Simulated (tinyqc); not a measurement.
Worked calculation: two electrons on one impurity (helium-like model). Values are carried at full precision from step to step, so a last printed digit may differ when a step is redone from the rounded ones.

Units Ha* = 2 Ry m/eps^2 and a* = a0 eps/m. One electron is bound by Z^2/2. Two electrons in the singlet built from exp(-a r) and exp(-b r): S = 8 (ab)^(3/2)/(a + b)^3, h_aa = a^2/2 - Z a, h_bb alike, h_ab = S (ab/2 - Z (a + b)/2), J = ab (a^2 + 3ab + b^2)/(a + b)^3, K = 20 (ab)^3/(a + b)^5, E = (h_aa + h_bb + 2 S h_ab + J + K)/(1 + S^2). For a = b this is a^2 - 2 Z a + 5a/8. Real double donors are deeper, since the central cell is left out.

Constants: Ry = 13.60569312 eV; a0 (Bohr radius) = 0.5291772105 angstrom.

Inputs chosen for the exercise (near those of impurities in Si; not measured data):
- m = 0.301 m0 (one mean mass)
- eps = 11.5 (dielectric constant)
- Z = 1 (effective charge (1: D- centre, 2: double donor; other values mimic a central cell))
- ab = (1.13, 0.28) 1/a* (trial exponents a, b)

## Units and equal orbitals

Give Ha*, a*, the best common exponent Z - 5/16, E = -(Z - 5/16)^2, and the binding of the second electron -Z^2/2 - E.

Ha* = 61.933 meV
a* = 20.22 angstrom
exponent = 0.6875
E with equal orbitals = -0.47266 Ha*
binding of the second electron = -1.69 meV

With equal orbitals the second electron is not bound; this is a fault of the trial function, since unequal orbitals do bind it.

## Unequal orbitals

Evaluate the integrals and E.

S, h_aa, h_bb, h_ab, J, K: [0.50791, -0.49155, -0.24080, -0.27773, 0.26011, 0.11367]

E = -0.50930 Ha*

This lies 0.0366 Ha* below the best equal-orbital value -(Z - 5/16)^2.

## The minimum over a and b

Give a, b, E, both binding energies and U, their difference.

a, b (1/a*): [1.039, 0.283]

E = -0.51330 Ha*

binding of the first and second electron (meV): [30.97, 0.82]

U = 30.14 meV

Letting one electron stay close and the other roam (decay lengths 19 and 71 angstrom) gains 2.52 meV. The exact value for Z = 1 is -0.52775, a binding of 1.72 meV, so this function recovers 48 % of it.

## Checks

- Minimum for Z = 1 against the known -0.51330: both -0.51330.
- Minimum for Z = 2 against the known -2.87566: both -2.87566.

Run: tinyqc, `OMP_NUM_THREADS=1 python tinyqc.py 1250862 1250863 out.jsonl`; Intel(R) Xeon(R) Processor @ 2.30GHz, one thread, shared host; about 0.05 s of CPU time with all checks.
